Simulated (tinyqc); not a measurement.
Worked calculation: UHF in the sto-3g basis, for H4, spin multiplicity 3. This run ends on a higher stationary point, not on the lowest solution. One step of it, computed by the program tinyqc.

Question. Iteration 3: building the Fock matrix. J_ij = sum D_kl (ij|kl) with D = D(alpha) + D(beta), K_ij = sum D_kl (ik|jl) for each spin; F = H + J - K(s); E = tr D H + tr D J / 2 - 0.5 sum_s tr D(s) K(s) + E_nn.

D(alpha) after iteration 2:
```
           1H 1s      2H 1s      3H 1s      4H 1s
1H 1s   0.799228  -0.105350   0.376333  -0.528244
2H 1s  -0.105350   0.799228  -0.528244   0.376333
3H 1s   0.376333  -0.528244   0.799228  -0.105350
4H 1s  -0.528244   0.376333  -0.105350   0.799228
```

D(beta) after iteration 2:
```
          1H 1s     2H 1s     3H 1s     4H 1s
1H 1s  0.135492  0.135492  0.135492  0.135492
2H 1s  0.135492  0.135492  0.135492  0.135492
3H 1s  0.135492  0.135492  0.135492  0.135492
4H 1s  0.135492  0.135492  0.135492  0.135492
```

core Hamiltonian H = T + V (hartree):
```
           1H 1s      2H 1s      3H 1s      4H 1s
1H 1s  -1.581620  -1.020167  -0.405403  -0.286273
2H 1s  -1.020167  -1.581620  -0.286273  -0.405403
3H 1s  -0.405403  -0.286273  -1.581620  -1.020167
4H 1s  -0.286273  -0.405403  -1.020167  -1.581620
```

Two-electron integrals (ij|kl) in chemists' order, unique and non-zero (hartree):
```
(11|11) 0.774606   (21|11) 0.322916   (21|21) 0.170264   (22|11) 0.487590
(22|21) 0.322916   (22|22) 0.774606   (31|11) 0.101617   (31|21) 0.046451
(31|22) 0.076824   (31|31) 0.021651   (32|11) 0.059246   (32|21) 0.032233
(32|22) 0.063113   (32|31) 0.013092   (32|32) 0.009145   (33|11) 0.312663
(33|21) 0.153379   (33|22) 0.272271   (33|31) 0.101617   (33|32) 0.063113
(33|33) 0.774606   (41|11) 0.063113   (41|21) 0.032233   (41|22) 0.059246
(41|31) 0.013092   (41|32) 0.009009   (41|33) 0.059246   (41|41) 0.009145
(42|11) 0.076824   (42|21) 0.046451   (42|22) 0.101617   (42|31) 0.016544
(42|32) 0.013092   (42|33) 0.076824   (42|41) 0.013092   (42|42) 0.021651
(43|11) 0.153379   (43|21) 0.080779   (43|22) 0.153379   (43|31) 0.046451
(43|32) 0.032233   (43|33) 0.322916   (43|41) 0.032233   (43|42) 0.046451
(43|43) 0.170264   (44|11) 0.272271   (44|21) 0.153379   (44|22) 0.312663
(44|31) 0.076824   (44|32) 0.059246   (44|33) 0.487590   (44|41) 0.063113
(44|42) 0.101617   (44|43) 0.322916   (44|44) 0.774606
```

nuclear repulsion = 2.26908225 hartree

Give: Coulomb J; exchange K(alpha); exchange K(beta); F(alpha); F(beta); total energy of this density.

Answer.

Coulomb J (hartree):
```
        1H 1s   2H 1s   3H 1s   4H 1s
1H 1s  1.8418  0.9500  0.3577  0.2452
2H 1s  0.9500  1.8418  0.2452  0.3577
3H 1s  0.3577  0.2452  1.8418  0.9500
4H 1s  0.2452  0.3577  0.9500  1.8418
```

exchange K(alpha) (hartree):
```
        1H 1s   2H 1s   3H 1s   4H 1s
1H 1s  0.6940  0.4294  0.1754  0.0774
2H 1s  0.4294  0.6940  0.0774  0.1754
3H 1s  0.1754  0.0774  0.6940  0.4294
4H 1s  0.0774  0.1754  0.4294  0.6940
```

exchange K(beta) (hartree):
```
        1H 1s   2H 1s   3H 1s   4H 1s
1H 1s  0.2892  0.2418  0.1675  0.1557
2H 1s  0.2418  0.2892  0.1557  0.1675
3H 1s  0.1675  0.1557  0.2892  0.2418
4H 1s  0.1557  0.1675  0.2418  0.2892
```

F(alpha) (hartree):
```
         1H 1s    2H 1s    3H 1s    4H 1s
1H 1s  -0.4338  -0.4996  -0.2231  -0.1185
2H 1s  -0.4996  -0.4338  -0.1185  -0.2231
3H 1s  -0.2231  -0.1185  -0.4338  -0.4996
4H 1s  -0.1185  -0.2231  -0.4996  -0.4338
```

F(beta) (hartree):
```
         1H 1s    2H 1s    3H 1s    4H 1s
1H 1s  -0.0290  -0.3120  -0.2152  -0.1968
2H 1s  -0.3120  -0.0290  -0.1968  -0.2152
3H 1s  -0.2152  -0.1968  -0.0290  -0.3120
4H 1s  -0.1968  -0.2152  -0.3120  -0.0290
```

total energy of this density = -1.774190 hartree
